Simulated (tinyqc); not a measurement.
## MOSFET in the linear regime without short-channel effects, parameter extraction from computed curves: extraction methods against the source plus drain resistance

Inversion charge Q = Cox n Vt W0(exp((Vg - VT)/(n Vt))), W0 the Lambert function and n = nf; u = Q/Cox; mobility mu = mu0/(1 + th1 u + th2 u^2); channel resistance Rch = (L - dL)/(W mu Q); Id = Vd/(Rch + Rsd/W). Cox = eps0 eox/tox. Small Vd, no channel-length or drain effects.

From the continuous curve Id(Vg): tangent at peak gm (V_ext = Vg - Id/gm); constant current Id = 0.1 uA W/L; peak of d2Id/dVg2; Y = Id/sqrt(gm) drawn through Vg = VT + 0.6 and VT + 0.8 V, with intercept VT_Y and slope s. Mobilities gm,max L/(W Cox Vd) and s^2 L/(W Cox Vd) with the drawn L. Last column: share of Rsd/W in the total resistance at VT + 0.8 V.

Values chosen for this exercise; channel values of the order met in silicon transistors:
- T = 300 K (temperature)
- eox = 25.5 (relative permittivity of the gate insulator (close to zirconium oxide))
- tox = 20 nm (insulator thickness)
- mu0 = 120 cm^2/(V s) (low-field mobility)
- th1 = 0.4 1/V (first mobility attenuation factor)
- th2 = 0 1/V^2 (second mobility attenuation factor)
- VT = 0.24 V (threshold voltage)
- nf = 1.33 (body factor)
- W = 0.5 um (gate width)
- L = 0.45 um (drawn gate length)
- dL = 0.018 um (drawn less effective length)
- Vd = 0.05 V (drain voltage)

Constants: q = 1.602176634e-19 C, kB = 1.380649e-23 J/K, Vt = kB T/q, eps0 = 8.8541878128e-14 F/cm where lengths are in cm. Results are converted to the units shown.

Result of one run:

| V_ext (V) | constant current (V) | second derivative (V) | VT_Y (V) | mobility from gm (cm^2/(V s)) | mobility from Y (cm^2/(V s)) | series share (%) |
|---|---|---|---|---|---|---|
| 0.242 | 0.224 | 0.230 | 0.286 | 87.6 | 112 | 6.40 |

Which source plus drain resistance Rsd gave this result: 100, 400, 800 or 1500 ohm um?

Rsd = 400 ohm um.

The whole series:

| Rsd (ohm um) | V_ext (V) | constant current (V) | second derivative (V) | VT_Y (V) | mobility from gm (cm^2/(V s)) | mobility from Y (cm^2/(V s)) | series share (%) |
|---|---|---|---|---|---|---|---|
| 0 | 0.247 | 0.224 | 0.231 | 0.286 | 91.4 | 112 | 0 |
| 50 | 0.247 | 0.224 | 0.231 | 0.286 | 90.9 | 112 | 0.847 |
| 100 | 0.246 | 0.224 | 0.230 | 0.286 | 90.4 | 112 | 1.68 |
| 200 | 0.245 | 0.224 | 0.230 | 0.286 | 89.4 | 112 | 3.30 |
| 400 | 0.242 | 0.224 | 0.230 | 0.286 | 87.6 | 112 | 6.40 |
| 800 | 0.238 | 0.224 | 0.229 | 0.286 | 84.4 | 112 | 12.0 |
| 1500 | 0.233 | 0.224 | 0.228 | 0.286 | 79.8 | 112 | 20.4 |

The model has VT = 0.24 V and mu0 = 120 cm^2/(V s). Over the table the extracted thresholds move by 15 mV (tangent), under 0.5 mV (constant current), 3.0 mV (second derivative), under 0.5 mV (Y function). The mobility from gm falls from 91.4 to 79.8 and that from Y stays near 112 cm^2/(V s). Y cancels the series resistance, which multiplies Id and sqrt(gm) by the same factor.

Program tinyqc, `OMP_NUM_THREADS=1 python tinyqc.py 2210069 2210070 out.jsonl`; Intel Xeon 2.30GHz, shared host, one thread, about 0.01 s.
